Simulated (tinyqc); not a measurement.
Global model of a low-pressure process discharge: electron temperature, density, ion flux and ion energy: one step, computed by the program tinyqc.

Maxwellian electrons with temperature T_e in eV, one positive ion, no negative ions, uniform bulk density n; rate constants have the Arrhenius form.

Task: Energy per pair and density. E_c = E_iz + (X0 exp(-E_ex/T_e) E_ex + K_el (3 m_0/M) T_e)/K_iz; wall potential V_s = (T_e/2) ln(M/(2 pi m_0)); E_T = E_c + 2 T_e + T_e/2 + V_s; n = P/(e u_B A_eff E_T); ion current density J = e h_L n u_B; ionised share n/n_g.

Inputs (values chosen for the exercise, of the order of those of an inductive discharge in a simple atomic gas):

| quantity | value | unit |
|---|---|---|
| ion mass M | 35.5 | u |
| ionisation energy E_iz | 14.4 | eV |
| excitation prefactor X0 | 7.4e-15 | m^3/s |
| excitation energy E_ex | 11.7 | eV |
| elastic rate constant K_el | 1.8e-13 | m^3/s |
| gas temperature T_g | 300 | K |
| radius R | 12 | cm |
| height L | 16 | cm |
| absorbed power P | 400 | W |

T_e = 1.447111 eV

K_iz = 1.335220e-18 m^3/s

Bohm velocity u_B = 1983.204 m/s

A_eff = 114.1261 cm^2

h_L = 0.06264236

gas density n_g = 2.341894e+21 1/m^3

Constants: m_0 = 9.1093837015e-31 kg; u = 1.6605390666e-27 kg; e = 1.602176634e-19 C.

Give: collisional loss per pair E_c; wall potential V_s; E_T; plasma density n; ion current density J; ionised share.

Result:

collisional loss per pair E_c = 43.42 eV

wall potential V_s = 6.686 V

E_T = 53.73 eV

plasma density n = 2.053e+12 1/cm^3

ion current density J = 4.087 mA/cm^2

ionised share = 8.767e-04

Collisions take 81 % of the power and the walls the rest. T_e came from the particle balance alone; the power sets only n. Caution: at so short an ion path the formulas for h_L and h_R give way to the ambipolar-diffusion limit.
